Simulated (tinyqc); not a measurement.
Composition of the buffer: band edges of strained Si(1-x)Ge(x) on relaxed Si(1-y)Ge(y).

Values are linear in the Ge fraction but for ED(x) = linear - CD x (1 - x) and a(x) = linear - Ca x (1 - x). Energies are on the common scale of Ev.

Coherent growth on a (110) face: e_par = (a(y) - a(x))/a(x), e_perp = -(C11 + 3 C12 - 2 C44)/(C11 + C12 + 2 C44) e_par; exx = eyy = (e_par + e_perp)/2, ezz = e_par, exy = (e_perp - e_par)/2, eyz = ezx = 0.

A valley with unit axis u lies at Ev + gap + (av + a_valley) tr(e) + Xu (u.e.u - tr(e)/3); the Delta axes are x, y, z and the L axes [111], [1-1-1], [-11-1], [-1-11]. The second-order shift of the Delta valleys under shear is left out; it lowers the pair normal to the sheared plane by tens of meV at a shear of 1 %.

Valence edges: Ev plus the levels of the 6 x 6 matrix of X, Y, Z times spin with -Dso/3 + l exx + m (eyy + ezz) on the diagonal (cyclic), n exy off it, l = av + 2 b, m = av - b, n = sqrt(3) d. Spin-orbit term (Dso/3) L.sigma on X, Y, Z with (L_k)_ij = -i epsilon_kij: <X+|H|Y+> = -i Dso/3, <X+|H|Z-> = Dso/3, <Y+|H|Z-> = -i Dso/3, <Z+|H|X-> = -Dso/3, <Z+|H|Y-> = i Dso/3, <X-|H|Y-> = i Dso/3, and their conjugates; + and - are the spin along z.

Values chosen for the exercise (end members near Si and Ge, in this order; shifted at random, so the results belong to these values and not to a real crystal): a = (5.429, 5.661) angstrom (lattice constant); Dso = (0.044, 0.291) eV (spin-orbit splitting); av = (2.47, 1.25) eV (valence hydrostatic potential); b = (-2.1, -2.58) eV (tetragonal shear potential); d = (-4.85, -5.33) eV (trigonal shear potential); C11 = (165.6, 129.2) GPa; C12 = (63.8, 48) GPa; C44 = (79.6, 67.5) GPa; Ev = (0, 0.66) eV (top of the unstrained valence band); ED = (1.137, 0.928) eV (gap to the Delta valleys); EL = (2.007, 0.743) eV (gap to the L valleys); aD = (1.83, 1.43) eV (hydrostatic potential of the Delta gap); aL = (-3.3, -2.81) eV (hydrostatic potential of the L gap); XuD = (8.81, 9.36) eV (uniaxial potential, Delta); XuL = (16.48, 15.41) eV (uniaxial potential, L); CD = 0.181 eV (bowing of the Delta gap); Ca = 0 angstrom (bowing of the lattice constant); face = 110 (growth face); x = 0 (Ge fraction of the layer).

The layer is kept. dEc = Ec(buffer) - Ec(layer), dEv = Ev(layer) - Ev(buffer); buffer edges Ev(y) and Ev(y) + min(ED, EL). The digit behind Delta or L counts whole valleys.

Results:
```
y     e_par (%)  lowest valleys  gap (eV)  next valleys above (meV)  valence splitting (meV)  dEc (eV)  dEv (eV)
0.08       0.34          Delta4     1.119                        23                       33     0.008    -0.021
0.16       0.68          Delta4     1.097                        45                       70     0.019    -0.037
0.24       1.03          Delta4     1.073                        68                      108     0.032    -0.051
0.31       1.32          Delta4     1.051                        88                      142     0.046    -0.063
0.39       1.67          Delta4     1.026                       111                      181     0.063    -0.077
0.47       2.01          Delta4     1.001                       134                      219     0.083    -0.090
0.55       2.35          Delta4     0.976                       156                      257     0.105    -0.103
```

What does the comparison show, and why?

The gap is 1.119 eV in the first row and 0.976 eV in the last. The lowest valleys are Delta4 throughout. Per 0.1 of y the valence offset moves by -18 meV on average; the conduction offset lies between +8 and +105 meV. Electrons and holes sit on opposite sides in every row (type II). Offsets below about 30 meV are within the spread of parameter sets, so those rows do not settle the type. Strains above 2 % can be kept only in layers of a few nanometres.

tinyqc: `OMP_NUM_THREADS=1 python tinyqc.py 1050459 1050460 out.jsonl`; about 0.02 s, one thread, shared Intel(R) Xeon(R) Processor @ 2.30GHz.
